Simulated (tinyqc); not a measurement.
Inside a calculation: linear model of a band gap against the share of exact exchange. Values are carried at full precision from step to step, so a last printed digit may differ when a step is redone from the rounded ones.

E(alpha) = E0 + S alpha. A wider gap screens less, modelled in the Penn form eps(alpha) = 1 + (e0 - 1)(EP/(EP + S alpha))^2 with a scale EP chosen for the exercise. A dielectric-dependent hybrid takes alpha = 1/eps.

Parameters, chosen for this exercise (of the order of those of MgO; the results hold for these values, not for the real material): E0 = 4.8 eV (gap of the semi-local functional); S = 10.68 eV (slope dE/d(alpha)); e0 = 3.21 (optical dielectric constant at alpha = 0); EP = 24.6 eV (energy scale of the screening); Et = 7.66 eV (target gap); a_start = 0.25 (starting alpha); fv = 0.63 (share of the opening taken by the valence edge); Ed = 1.73 eV (defect level above the semi-local valence top); cd = 0 (shift of the level per unit opening, on the scale of the mean potential).

## Fixed shares

Gap, error against the target and eps for alpha = 0, 0.25 and 1/e0; and the alpha that meets the target, (Et - E0)/S.

Results:
```
alpha   E (eV)  E - Et (eV)    eps
0.0000   4.800       -2.860  3.210
0.2500   7.470       -0.190  2.798
0.3115   8.127        0.467  2.715
```

alpha for the target = 0.2678

A quarter of exact exchange falls short of the target by 0.19 eV: the material needs 0.268, and 1/e0 = 0.312 lies further from it than 0.25 does.

## Self-consistent share

Iterate alpha -> 1/eps(alpha) seven times from a_start. The fixed point solves alpha eps(alpha) = 1; the contraction factor there is 2 (eps - 1) S/((EP + S alpha) eps^2).

Iterates:
```
step    alpha     eps  E (eV)
0     0.25000  2.7984  7.4700
1     0.35734  2.6562  8.6164
2     0.37647  2.6327  8.8207
3     0.37984  2.6286  8.8567
4     0.38043  2.6279  8.8630
5     0.38054  2.6277  8.8641
6     0.38056  2.6277  8.8643
7     0.38056  2.6277  8.8644
```

fixed point = 0.38056
contraction factor = 0.1757

The factor is positive, so the iterates approach from one side, the error shrinking to 0.18 of itself each step; the gap is within 0.01 eV of its limit from step 3. Self-consistency moves the gap by +0.737 eV against the one-shot choice 1/e0, since a wider gap screens less.

## Band edges and a deep level

The opening c = S alpha lowers the valence top by fv c and raises the conduction edge by (1 - fv) c, both against the mean potential; the level moves by cd c. Use the fixed point. Compare with stretching the level in proportion to the gap and with pinning it to either edge.

opening c = 4.064 eV

shifts of the valence and conduction edges (eV): -2.561  1.504

level above the valence top = 4.291 eV
level below the conduction edge = 4.574 eV

level above the valence top: stretched, tied to the valence edge, tied to the conduction edge (eV): 3.195  1.730  5.794

The three recipes err by -1.10, -2.56 and +1.50 eV against alignment through the mean potential. A localised level with cd = 0 stays put while the edges move away from it.

## Checks

- Fixed point by bisection against 60 substitutions: both 0.38056.

(tinyqc, `OMP_NUM_THREADS=1 python tinyqc.py 1880498 1880499 out.jsonl`, Intel(R) Xeon(R) Processor @ 2.30GHz, 1 thread, shared host, about 0.01 s.)
